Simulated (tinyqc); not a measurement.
AlGaN/GaN HEMT with access regions, lumped model: two steps of the calculation.

A polarisation-induced electron sheet under a Schottky gate, in series with two ungated access regions and contacts. Drift law v = mu E/(1 + mu E/vs) under the gate. Currents in mA/mm, resistances in ohm mm. No self-heating, no channel-length modulation; fits for polarisation, barrier and offset are chosen for the exercise.

Inputs (values chosen for the exercise); values close to those of AlGaN/GaN structures:
```
symbol  value        unit                                               meaning
x        0.31                                    aluminium share of the barrier
d          20          nm                                     barrier thickness
eps_r     9.5                      relative permittivity of barrier and channel
mu       1700  cm^2/(V s)                                      channel mobility
vs      1.4e7        cm/s                                   saturation velocity
Lg        1.5          um                                           gate length
Ls          2          um                                  source access length
Ld        1.5          um                                   drain access length
Rc        0.5      ohm mm                            resistance of each contact
ft       0.39              share of the drain-access electrons removed by traps
Vg          0           V                                          gate voltage
Vd          4           V                                         drain voltage
```

Constants: q = 1.602176634e-19 C, eps0 = 8.8541878128e-14 F/cm where lengths are in cm. Results are converted to the units shown.

Problem 1. Polarisation charge, threshold and sheet resistance. sigma = (5e13 x + 1.6e13 x^2) cm^-2, phiB = 0.84 + 1.3 x, dEc = 0.7 (1.71 x + x^2) in volts, Cb = eps0 eps_r/d, VT = phiB - dEc - q sigma/Cb, access density n0 = -Cb VT/q. Rsh = 1/(q mu n0); largest access current q n0 vs.

Find: sigma; Cb; VT; n0; Rsh; q n0 vs.

Solution 1.

sigma = 1.704e13 cm^-2
Cb = 0.4206 uF/cm^2
VT = -5.686 V
n0 = 1.493e13 cm^-2
Rsh = 246.0 ohm
q n0 vs = 3348 mA/mm

Problem 2. Drain current. Access resistance R(L, n) = L/(q mu n sqrt(1 - (I/(q n vs))^2)); Rs = Rc + R(Ls, n0), Rd = Rc + R(Ld, (1 - ft) n0). Vg' = Vg - I Rs, Vd' = Vd - I (Rs + Rd); with u = Vg' - VT, Vc = vs Lg/mu and w the smaller of Vd' and Vc [sqrt(1 + 2 u/Vc) - 1] (0 if negative), the channel gives (mu Cb/Lg)(u w - w^2/2)/(1 + w/Vc). I(new) = I + 0.5 (channel current - I).

I after iteration 1 = 1146.9178 mA/mm
VT = -5.6858149 V
Cb = 0.42057392 uF/cm^2
n0 = 1.4925355e13 cm^-2

Wanted: Rs; Rd; Vg'; Vd'; channel current; I after iteration 2.

Solution 2.

Rs = 1.024 ohm mm
Rd = 1.231 ohm mm
Vg' = -1.174 V
Vd' = 1.414 V
channel current = 1196 mA/mm
I after iteration 2 = 1171 mA/mm

Numbers from tinyqc (`OMP_NUM_THREADS=1 python tinyqc.py 2570075 2570076 out.jsonl`; about 0.03 s on one thread of a shared Intel Xeon 2.30GHz).
